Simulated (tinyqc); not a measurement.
# Hot electrons in a saturated n-channel MOSFET, lucky-electron model: effect of the drain voltage

Beyond pinch-off the lateral field grows as Esat cosh(y/l) over the velocity-saturated region (pseudo-two-dimensional model). Impact ionisation in this region gives the substrate current, which biases the body forward through Rsub. Currents are per width. Local-field laws: they overstate ionisation when the field peak is narrower than an energy relaxation length.

Cox = 3.9 eps0/tox, l = sqrt(3 tox xj), Esat = 2 vs/mu. Overdrive g = Vg - VT + kb Vb; Vdsat = g Esat L/(g + Esat L); Id = Cox vs (g - Vdsat); dV = Vd - Id Rd - Vdsat; Em = sqrt((dV/l)^2 + Esat^2); Isub = Id (Ai/Bi) l Em exp(-Bi/Em). Vb = Rsub Isub is solved self-consistently. Lifetime tau = (Hl/Id)(Isub/Id)^(-m); 1 year = 3.15576e7 s.

Values chosen for this exercise; values close to those of silicon n-channel devices: channel length L = 0.5 um; oxide thickness tox = 11 nm; junction depth xj = 210 nm; threshold VT = 0.78 V; effective mobility mu = 440 cm^2/(V s); saturation velocity vs = 9.9e6 cm/s; ionisation prefactor Ai = 2e6 1/cm; ionisation field Bi = 1.8 MV/cm; resistance of the lightly doped drain Rd = 200 ohm um; substrate resistance Rsub = 28000 ohm um; fall of VT per volt of forward body bias kb = 0.26; lifetime exponent m = 3; lifetime constant Hl = 41000 s uA/um; gate voltage Vg = 1.8 V.

Constants: eps0 = 8.8541878128e-14 F/cm where lengths are in cm. Results are converted to the units shown.

Results:
```
Vd (V)  Id (uA/um)  Em (MV/cm)  Isub (uA/um)    Isub/Id  tau (years)
2.4         98.917     0.20656      0.031046  3.1386e-4     4.2483e5
2.67        99.016     0.23829       0.11437  0.0011551       8514.5
2.94        99.257     0.27012       0.31653  0.0031890       403.60
3.21        99.737     0.30197       0.71812  0.0072001       34.898
3.49        100.61     0.33495        1.4450   0.014363       4.3583
4.03        103.88     0.39814        4.1616   0.040062      0.19452
4.3         106.60     0.42942        6.4024   0.060058     0.056260
```

Estimate the missing row, Vd = 3.76 V.

Computed row:
```
Vd (V)  Id (uA/um)  Em (MV/cm)  Isub (uA/um)   Isub/Id  tau (years)
3.76        101.93     0.36664        2.5498  0.025014      0.81434
```

With this row back in the table: As Vd goes from 2.4 to 4.3 V, Em rises from 0.207 to 0.429 MV/cm, Isub rises from 0.0310 to 6.40 uA/um and tau falls from 4.25e5 to 0.0563 years. The slope of ln(tau) against 1/Vd is 92.8 V between the first two rows and 79.6 V between the last two; ten years are last met at Vd = 3.21 V among the rows. For Vd = 2.4 to 2.67 V tau is a far extrapolation that only says that hot carriers are no limit.

tinyqc, about 0.01 s, one thread, Intel Xeon 2.30GHz (shared host): `OMP_NUM_THREADS=1 python tinyqc.py 2550138 2550139 out.jsonl`
